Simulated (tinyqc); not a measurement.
From results back to parameters: Koster-Slater impurity in an sp3s* host.

Problem. In the Koster-Slater model a defect shifts the s level of its site by Vs and the p levels by Vp; an A1 level solves 1/Vs = G_s(E) and a T2 level 1/Vp = G_p(E), E from the top of the valence band. A defect has an A1 level at E = 0.3915 eV, one of the energies of the table, and a T2 level at 0.3915 eV.

G(E) of the host (1/eV):

| E (eV) | G_s | G_p |
|---|---|---|
| 0.0000 | -0.1385605 | 0.0196686 |
| 0.0979 | -0.1601302 | -0.0077868 |
| 0.1957 | -0.1860358 | -0.0317365 |
| 0.2936 | -0.2180145 | -0.0559245 |
| 0.3915 | -0.2589017 | -0.0825359 |
| 0.4893 | -0.3137489 | -0.1141532 |
| 0.5872 | -0.3927867 | -0.1553129 |
| 0.6851 | -0.5217917 | -0.2168388 |
| 0.7830 | -0.8136139 | -0.3424139 |

Find: Vs, Vp.

Solution. Read G_s and G_p at the two energies and invert them. Vs is attractive and pulls its level down from the conduction bands. Vp is attractive and pulls its level down from the conduction bands.

Vs, Vp (eV): -3.9  -12.1

Program tinyqc; command `OMP_NUM_THREADS=1 python tinyqc.py 1481288 1481289 out.jsonl`; about 0.02 s on one thread of a shared Intel(R) Xeon(R) Processor @ 2.30GHz.
